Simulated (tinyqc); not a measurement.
Short-channel transistor, virtual-source model with series resistance: one step of the calculation.

The current per gate width is the charge at the top of the source barrier (the virtual source) times its velocity times a saturation function; al and be are fitting constants of the model. Units: I in uA/um, Rs in ohm um, so I Rs = 1e-6 I Rs in volts; Q in uC/cm^2, so I = 1e-4 Q vx0 Fsat with vx0 in cm/s.

Question. Current through the series resistance. Intrinsic voltages Vg' = Vgs - I Rs, Vd' = Vds - 2 I Rs. n = n0 + nd Vd', VT = VT0 - dl Vd', Ff = 1/(1 + exp((Vg' - VT + al Vt/2)/(al Vt))), Q = Cinv n Vt ln(1 + exp((Vg' - VT + al Vt Ff)/(n Vt))), Vdsat = (vx0 L/mu)(1 - Ff) + Vt Ff, Fsat = u/(1 + u^be)^(1/be) with u = Vd'/Vdsat, and I(out) = Q vx0 Fsat per width. (Fsat takes the sign of u.) Newton step: I(new) = I + (I(out) - I)/(1 - s), s = dI(out)/dI by a central difference with +/- 0.001 uA/um.

Inputs (values chosen for the exercise): temperature T = 300 K; inversion capacitance Cinv = 1.36 uF/cm^2; velocity at the virtual source vx0 = 1.79e7 cm/s; apparent mobility mu = 1500 cm^2/(V s); channel length L = 25 nm; threshold at zero drain voltage VT0 = 0.49 V; drain-induced barrier lowering dl = 0.157 V/V; subthreshold factor n0 = 1.09; growth of n with drain voltage nd = 0 1/V; threshold shift (in units of Vt) from weak to strong inversion al = 3.5; sharpness of saturation be = 1.6; series resistance of each contact Rs = 50 ohm um; gate voltage Vgs = 0.35 V; drain voltage Vds = 0.05 V.

Constants: q = 1.602176634e-19 C, kB = 1.380649e-23 J/K, Vt = kB T/q. Results are converted to the units shown.

I at the start = 0 uA/um

Give: Vg'; Vd'; VT; Ff; Q; Vdsat; Fsat; I(out); s; I after iteration 1.

Answer.

Vg' = 0.35000 V
Vd' = 0.050000 V
VT = 0.48215 V
Ff = 0.72322
Q = 0.0034332 uC/cm^2
Vdsat = 0.026954 V
Fsat = 0.82061
I(out) = 5.0430 uA/um
s = -0.011701
I after iteration 1 = 4.9846 uA/um

Program tinyqc, `OMP_NUM_THREADS=1 python tinyqc.py 2380044 2380045 out.jsonl`; Intel Xeon 2.30GHz, shared host, one thread, about 0.01 s.
